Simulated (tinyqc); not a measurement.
# Illuminated p-n diode, drift-diffusion by the Gummel loop with Scharfetter-Gummel fluxes: two studies

Abrupt junction at x = 0, p side from -Lp, n side to Ln, ohmic contacts. psi is counted from the intrinsic level; n = ni exp((psi - phin)/Vt), p = ni exp((phip - psi)/Vt). Contacts: p side psi = V - Vt ln(Na/ni), p = Na, n = ni^2/Na; n side psi = Vt ln(Nd/ni), n = Nd, p = ni^2/Nd. Constant mobilities, D = mu Vt, Boltzmann statistics, SRH recombination through a mid-gap level, U = (n p - ni^2)/(tp (n + ni) + tn (p + ni)). Current is positive from the p contact to the n contact.

Inputs (values chosen for the exercise); band and dielectric values close to those of silicon:
- T = 300 K (temperature)
- Eg = 1.11 eV (band gap)
- eps_r = 11.6 (relative permittivity)
- Nc = 2.77e19 cm^-3 (conduction-band density of states at T)
- Nv = 2.66e19 cm^-3 (valence-band density of states at T)
- Na = 3.2e16 cm^-3 (acceptor density of the p side)
- Nd = 2.4e17 cm^-3 (donor density of the n side)
- mun = 690 cm^2/(V s) (electron mobility)
- mup = 270 cm^2/(V s) (hole mobility)
- tn = 6e-7 s (SRH lifetime of electrons)
- tp = 4e-7 s (SRH lifetime of holes)
- Lp = 0.88 um (length of the p side)
- Ln = 2.6 um (length of the n side)
- G = 3e20 cm^-3 s^-1 (uniform generation rate)

Constants: q = 1.602176634e-19 C, kB = 1.380649e-23 J/K, Vt = kB T/q, eps0 = 8.8541878128e-14 F/cm where lengths are in cm. Results are converted to the units shown.

Each table varies one quantity; the others keep the values above.

## Current against voltage in the dark

ni = sqrt(Nc Nv) exp(-Eg/(2 Vt)), Eg in volts. Poisson and both continuity equations are solved self-consistently with Scharfetter-Gummel fluxes on a graded mesh of 500 nodes. J_scr is q times the integral of U between -xp and xn. Ideal diffusion current J_id = q ni^2 [Dn coth(wp/Le)/(Le Na) + Dp coth(wn/Lh)/(Lh Nd)] (exp(V/Vt) - 1), Le = sqrt(Dn tn), Lh = sqrt(Dp tp), wp = Lp - xp, wn = Ln - xn, with xp and xn from the depletion approximation (W = sqrt(2 eps0 eps_r (Vbi - V)(1/Na + 1/Nd)/q), xp = W Nd/(Na + Nd), xn = W Na/(Na + Nd), Vbi = Vt ln(Na Nd/ni^2)). Ideality factor = 0.004 V/(Vt ln[J(V + 0.004 V)/J(V)]). Here G = 0.

In this table G = 0 cm^-3 s^-1.

Results:

| V (V) | J (A/cm^2) | ideality factor | J_scr/J (%) | J_id (A/cm^2) | share recombining at the contacts (%) | larger minority/doping at -xp and xn |
|---|---|---|---|---|---|---|
| 0.16 | 1.70e-7 | 1.23 | 41.2 | 1.01e-7 | 58.8 | 1.23e-10 |
| 0.23 | 1.78e-6 | 1.09 | 16.7 | 1.49e-6 | 83.3 | 1.84e-9 |
| 0.3 | 2.32e-5 | 1.03 | 5.41 | 2.21e-5 | 94.5 | 2.73e-8 |
| 0.36 | 2.25e-4 | 1.01 | 1.94 | 2.23e-4 | 98.0 | 2.75e-7 |
| 0.43 | 0.00329 | 1.01 | 0.581 | 0.00330 | 99.4 | 4.07e-6 |
| 0.5 | 0.0483 | 1.01 | 0.179 | 0.0488 | 99.8 | 5.99e-5 |
| 0.63 | 7.06 | 1.02 | 0.0232 | 7.23 | 99.9 | 0.00838 |
| 0.7 | 95.7 | 1.10 | 0.00789 | 106 | 99.9 | 0.100 |

Estimate the missing row, V = 0.56 V.

Computed row:

| V (V) | J (A/cm^2) | ideality factor | J_scr/J (%) | J_id (A/cm^2) | share recombining at the contacts (%) | larger minority/doping at -xp and xn |
|---|---|---|---|---|---|---|
| 0.56 | 0.484 | 1.01 | 0.0682 | 0.490 | 99.9 | 5.94e-4 |

With this row back in the table: J rises from 1.70e-7 to 95.7 A/cm^2; the ideality factor goes from 1.23 through a minimum of 1.01 (at V = 0.5 V among the rows listed) to 1.10. Recombination in the depleted layer stays under half of the current. Where the factor is lowest (V = 0.5 V), J is 1.0 % below the ideal diffusion current. From V = 0.7 V on the minority density at an edge of the layer exceeds a tenth of the doping, and in the last row J is 9.8 % below the ideal value.

## Solar-cell figures against the acceptor density of the p side

Jsc = -J(0), collected share Jsc/(q G (Lp + Ln)), estimate q G [W + Le tanh(wp/2 Le) + Lh tanh(wn/2 Lh)] at V = 0 with Le = sqrt(Dn tn), Lh = sqrt(Dp tp), W, wp = Lp - xp and wn = Ln - xn from the depletion approximation; J(Voc) = 0; Vmp maximises -J V; FF = Pmax/(Jsc Voc).

Result of one run:

| Na (cm^-3) | Jsc (mA/cm^2) | collected share (%) | estimate of Jsc (mA/cm^2) | Voc (V) | Vmp (V) | FF | Pmax (mW/cm^2) |
|---|---|---|---|---|---|---|---|
| 7.5e16 | 8.67 | 51.8 | 8.68 | 0.478 | 0.404 | 0.787 | 3.26 |

What becomes of these results when the acceptor density of the p side Na is changed from 7.5e16 to 1.8e17 cm^-3, all else the same?

Result of the changed run:

| Na (cm^-3) | Jsc (mA/cm^2) | collected share (%) | estimate of Jsc (mA/cm^2) | Voc (V) | Vmp (V) | FF | Pmax (mW/cm^2) |
|---|---|---|---|---|---|---|---|
| 1.8e17 | 8.59 | 51.4 | 8.60 | 0.500 | 0.425 | 0.796 | 3.41 |

The whole series:

| Na (cm^-3) | Jsc (mA/cm^2) | collected share (%) | estimate of Jsc (mA/cm^2) | Voc (V) | Vmp (V) | FF | Pmax (mW/cm^2) |
|---|---|---|---|---|---|---|---|
| 3.2e16 | 8.79 | 52.6 | 8.81 | 0.455 | 0.383 | 0.777 | 3.11 |
| 7.5e16 | 8.67 | 51.8 | 8.68 | 0.478 | 0.404 | 0.787 | 3.26 |
| 1.8e17 | 8.59 | 51.4 | 8.60 | 0.500 | 0.425 | 0.796 | 3.41 |
| 4.1e17 | 8.55 | 51.1 | 8.56 | 0.518 | 0.443 | 0.802 | 3.55 |
| 9.6e17 | 8.53 | 51.0 | 8.54 | 0.535 | 0.459 | 0.806 | 3.68 |

As Na rises from 3.2e16 to 9.6e17, the collected share falls from 52.6 to 51.0 %, Voc rises from 0.455 to 0.535 V and FF rises from 0.777 to 0.806. The estimate of Jsc is within 0.21 % in all rows.

Computed by the program tinyqc: `OMP_NUM_THREADS=1 python tinyqc.py 2240010 2240011 out.jsonl`, one thread of a shared Intel Xeon 2.30GHz, about 0.5 s for the whole run.
